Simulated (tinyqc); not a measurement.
What moves the results: thin (001) film in sp3s* tight binding with raised dangling bonds. A value that a table varies takes the place of the one given here.

Planes alternate anion (a), cation (c) along [001], a/4 apart, starting with an anion; zero in-plane momentum; levels counted from the bulk Ev, the lower root of [[Epa, Vxx], [Vxx, Epc]]; no spin-orbit coupling. Block of s, pz, s*: from an anion to the cation above, Vss/2 (s,s), Vsapc/2 (s,z), -Vscpa/2 (z,s), Vxx/2 (z,z), Vxapc/2 (s*,z), -Vpaxc/2 (z,s*); to the cation below the same with the s-z and s*-z signs reversed. Block of u = (px + py)/sqrt2 and v = (px - py)/sqrt2: to the cation above (Vxx + Vxy)/2 for u and (Vxx - Vxy)/2 for v, to the cation below the reverse. Each surface atom has two dangling sp3 hybrids; raising both by dl adds (dl/2) [[1, t], [t, 1]] to its s, pz levels (t = -1 at the bottom face, +1 at the top) and dl to the one of u, v in whose plane the missing bonds lie (v for a bottom anion or a top cation, u for a top anion).

Values chosen for the exercise (near a published set for Si, fitted to gaps, whose masses and valley positions are rough; the results hold for these values, not for the real material):
- p = (-4.213, 1.706, -4.213, 1.706, 6.686, 6.686, -8.305, 1.723, 4.603, 5.704, 5.704, 5.385, 5.385) eV (order Esa, Epa, Esc, Epc, Exa, Exc, Vss, Vxx, Vxy, Vsapc, Vscpa, Vxapc, Vpaxc)
- Nw = 33 (planes in the thicker film)
- a = 5.427 angstrom (lattice constant)
- dp = 30 eV (value of dl for the passivated films)
- Ns = (7, 8, 15, 18, 28, 30, 44, 66) (numbers of planes)
- N0 = 23 (first number of planes)

## States in the gap of a film

edges (eV): Gamma 3.44600, Delta 1.16312

Levels between 0 and the lower bulk edge, the largest weight on the two outer planes of both faces among them, and the nearest levels outside, for several shifts dl.

Film of Nw planes:
```
dl (eV)  levels in the gap       at (eV)  surface weight  next above (eV)  next below (eV)
0                        2  0.280, 0.288            0.69           1.1870          -0.0444
1                        2  0.744, 0.745            0.81           1.1877          -0.0434
2                        1         1.163            0.30           1.1651          -0.0429
3                        0             -               -           1.1847          -0.0425
5                        0             -               -           1.1857          -0.0420
10                       0             -               -           1.1860          -0.0414
30                       0             -               -           1.1862          -0.0409
100                      0             -               -           1.1862          -0.0406
```

Can the levels of the bare film be read as confined subbands?

No: with bare surfaces (dl = 0) 2 levels lie in the bulk gap, with up to 69 % of the weight on the four outer planes, two a face, where an even spread gives 12 %; these are dangling-bond states, not subbands. The reruns show the bulk gap clear from dl = 3 eV on, and at dl = 30 eV the next level above lies 0.0 meV from its value at 100 eV.

## Gap against thickness

Passivated films (finite dp, so levels can still be some meV from their limit), thickness N a/4. Highest level below mid-gap (either block) and the two lowest above it. The exponents are -d ln(shift)/d ln N between the sixth and the last film, for the valence level and for the mean of the two conduction levels.

Levels (eV):
```
N   thickness (angstrom)      Ev1     Ec1     Ec2     gap
7                   9.50  -0.5250  1.5771  1.5878  2.1021
8                  10.85  -0.3580  1.4595  1.5424  1.8174
15                 20.35  -0.1633  1.2679  1.2734  1.4312
18                 24.42  -0.1080  1.2394  1.2396  1.3474
28                 37.99  -0.0513  1.1948  1.1973  1.2460
30                 40.70  -0.0454  1.1908  1.1930  1.2362
44                 59.70  -0.0228  1.1764  1.1772  1.1992
66                 89.55  -0.0107  1.1692  1.1694  1.1799
```

exponents: valence 1.83, conduction 1.96

The gap is 2.102 eV at 9.5 angstrom and 1.180 eV at 89.5, against 1.163 eV in the bulk along this line. At 18 planes the conduction side gives 76 meV of the widening and the valence side 108 meV. A hard-walled parabolic band has exponent 2; departures come from the offset between N a/4 and the effective width, from non-parabolicity and from the termination (odd and even N end differently: in the direction of the bond rows at the two faces and, in a compound, in the kind of atom), which also makes single steps in N uneven. Ec1 and Ec2 are the doublet of the two Delta valleys along the normal.

## Valley splitting plane by plane

kz of the minimum = 0.73322 2 pi/a

Ten passivated films from N0 planes on; the phase is N pi k0/2 modulo pi, k0 the position of the bulk minimum.

Lowest doublet:
```
N   phase/pi  mean shift (meV)  splitting (meV)
23     0.432             47.97            2.649
24     0.799             44.23            2.564
25     0.165             40.94            3.949
26     0.532             37.91            0.834
27     0.899             35.29            2.551
28     0.265             32.90            2.546
29     0.632             30.72            0.201
30     0.998             28.80            2.233
31     0.365             27.02            1.488
32     0.732             25.39            0.745
```

The splitting ranges from 0.20 meV (N = 29) to 3.95 meV (N = 25), while the mean shift goes from 48 to 25 meV and falls steadily. The splitting changes direction 6 times in these ten films, and one plane more changes it by up to 3.12 meV: it hangs on the phase between the two faces, which is why atomic steps matter.

## What each change does

A film of Nw planes with shift dp: highest level below mid-gap (half the lower bulk edge) and the two lowest above. Each row changes one parameter from the base and keeps the others.

Results:
```
case        Ev1 (eV)  Ec1 (eV)  Ec2 (eV)
base         -0.0409    1.1862    1.1880
Nw = 37      -0.0331    1.1822    1.1824
dp = 15 eV   -0.0412    1.1861    1.1879
```

The largest shifts from the base row, up to three for each result and ties (the steps differ in size, so this ranks the rows, not the parameters). Ev1 (eV): Nw +0.0078, dp -0.0003. Ec1 (eV): Nw -0.0040, dp -0.0001. Ec2 (eV): Nw -0.0056, dp -0.0001. An odd change of Nw also changes which atoms end the film, so levels need not move as thickness alone would move them; the row for dp shows how far the passivation is from converged.

Computed by tinyqc, a small Python program: `OMP_NUM_THREADS=1 python tinyqc.py 1482814 1482815 out.jsonl` (the numbers bound the seed that draws the inputs); one thread of a shared host (Intel(R) Xeon(R) Processor @ 2.30GHz), about 0.4 s for the whole set of steps.
